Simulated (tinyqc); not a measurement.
What moves the results: interband optics of a two-band s-p chain from momentum matrix elements. A value that a table varies takes the place of the one given here.

H(k) = [[Es - 2 ts cos ka, 2i V sin ka], [-2i V sin ka, Ep_ + 2 tp cos ka]] in the basis s, p; the lower band is full, with two electrons a cell. The velocity operator times hbar is W = dH/dk (eV angstrom); intra-atomic dipoles are left out.

With w(k) = |<c|W|v>|^2 and D(k) = Ec - Ev, on the mesh k_j = (j + 1/2)/N (2 pi/a): eps(E) = 1 + (8 pi e2/(a Ar)) mean_j (w/D^2) [1/(D - E - i eta) + 1/(D + E + i eta)], e2 = e^2/(4 pi eps0); light polarised along the chains, no local fields.

Constants: e^2/(4 pi eps0) = 14.39964547 eV angstrom; hbar^2/2m0 = 3.80998211 eV angstrom^2.

Values chosen for the exercise:
- a = 2.71 angstrom (period)
- Es = 2.45 eV (upper orbital (s))
- Ep_ = -2.31 eV (lower orbital (p))
- ts = 0.28 eV (s-s hopping)
- tp = 0.33 eV (p-p hopping)
- V = 1.57 eV (s-p hopping)
- Ar = 12.4 angstrom^2 (cross-section per chain)
- eta = 0.15 eV (Lorentzian half width)
- E = 7.99 eV (photon energy)

## Joint density of states against eps2

Mesh of 2000 points. J(E) = mean of (eta/pi)/((E - D)^2 + eta^2). The fourth column is J times the constant (8 pi^2 e2/(a Ar)) mean(w/D^2). R = |(sqrt(eps) - 1)/(sqrt(eps) + 1)|^2.

Spectrum:
```
E (eV)  J (1/eV)    eps2  eps2 with constant element    eps1      R
2.94       0.013   1.514                       0.448  11.388  0.297
3.45       0.081  13.213                       2.857  19.407  0.451
3.96       0.109  12.667                       3.870  -2.730  0.511
4.47       0.089   5.784                       3.155  -2.182  0.435
4.98       0.087   3.266                       3.069  -0.155  0.262
5.48       0.100   2.725                       3.532   2.806  0.145
5.99       0.274  12.550                       9.677   5.167  0.408
6.50       0.250   7.127                       8.830  -4.415  0.538
7.01       0.255   3.870                       9.024  -4.113  0.583
7.52       0.330   2.375                      11.660  -3.473  0.622
8.03       0.245   1.033                       8.667  -3.389  0.782
8.54       0.033   0.275                       1.180  -2.051  0.882
```

How do the results move?

Transitions span 3.540 to 7.936 eV. Among the energies listed J peaks at 7.52 eV and eps2 at 3.45 eV. The ratio of eps2 to the constant-element value is 3.27 at 3.96 eV and 0.20 at 7.52 eV: w/D^2 is 5.778 angstrom^2 at the zone centre and 2.025 at the edge.

## Mesh against broadening

eps2 at E for three widths, and eps(0) at eta = 0; the last row is the mesh of 2000 points.

Convergence:
```
N     eta = 0.03 eV  eta = 0.1 eV  eta = 0.3 eV  eps(0)
4             0.146         0.482         1.304  2.3673
8             0.487         1.317         1.714  4.8259
16            0.926         1.256         1.389  5.8341
32            0.609         1.136         1.414  5.8758
64            0.631         1.132         1.414  5.8758
128           0.631         1.132         1.414  5.8758
2000          0.631         1.132         1.414  5.8758
```

What can be read from the table?

The first N from which eps2 stays within 2 % of the last row is 64 for eta = 0.03, 32 for 0.1 and 16 for 0.3 eV; for eps(0) and 0.1 % it is 32. E lies outside the range of transitions, so eps2 is only the tail of the broadening and grows with eta.

## Static constant against the gap

Es takes the values listed; mesh of 400 points; the Penn-type estimate is 1 + 8 pi c e2 n_eff/(a Ar Dm^2) with Dm the f-weighted mean of D, f = w/(c D), n_eff = 2 mean(f), c = hbar^2/2m0.

Results:
```
Es (eV)  smallest D (eV)  Dm (eV)  n_eff  eps(0)  estimate
2.15               3.240    5.016  2.801   6.814     5.569
2.45               3.540    5.309  2.717   5.876     4.956
2.95               4.040    5.795  2.583   4.733     4.156
3.45               4.540    6.279  2.457   3.934     3.557
4.45               5.540    7.245  2.230   2.919     2.743
5.45               6.540    8.211  2.033   2.328     2.237
7.45               8.540   10.151  1.716   1.713     1.683
```

What can be read from the table?

eps(0) - 1 falls from 5.814 to 0.713, as Dm^-2.98; a fixed n_eff would give the power -2, and n_eff goes from 2.801 to 1.716. The single-gap estimate is low by 21.4 % of eps(0) - 1 in the first row and 4.1 % in the last, since 1/D^2 favours the smallest separations. n_eff need not equal the 2 electrons of the cell: a two-orbital basis with chosen hoppings does not obey the free-electron sum rule.

## What moves the optical response

Mesh of 400 points; n_eff = 2 mean(w/(c D)), c = hbar^2/2m0. Each row changes one parameter from the base and keeps the others.

Results:
```
case                   smallest D (eV)  largest D (eV)  n_eff  eps(0)
base                             3.540           7.936  2.717   5.876
a = 2.845 angstrom               3.540           7.936  2.994   6.119
Es = 2.75 eV                     3.840           8.127  2.635   5.139
ts = 0.336 eV                    3.428           7.947  2.725   6.072
V = 1.727 eV                     3.540           8.432  3.114   6.497
Ar = 13.64 angstrom^2            3.540           7.936  2.717   5.433
```

What can be read from the table?

The largest shifts from the base row, up to three for each result and ties (the steps differ in size, so this ranks the rows, not the parameters). smallest D (eV): Es +0.300, ts -0.112; unchanged at the printed digits by a, V and Ar. largest D (eV): V +0.496, Es +0.191, ts +0.011; unchanged at the printed digits by a and Ar. n_eff: V +0.397, a +0.277, Es -0.082; unchanged at the printed digits by Ar. eps(0): Es -0.736, V +0.622, Ar -0.443.

tinyqc: `OMP_NUM_THREADS=1 python tinyqc.py 1651120 1651121 out.jsonl`; about 0.01 s, one thread, shared Intel(R) Xeon(R) Processor @ 2.30GHz.
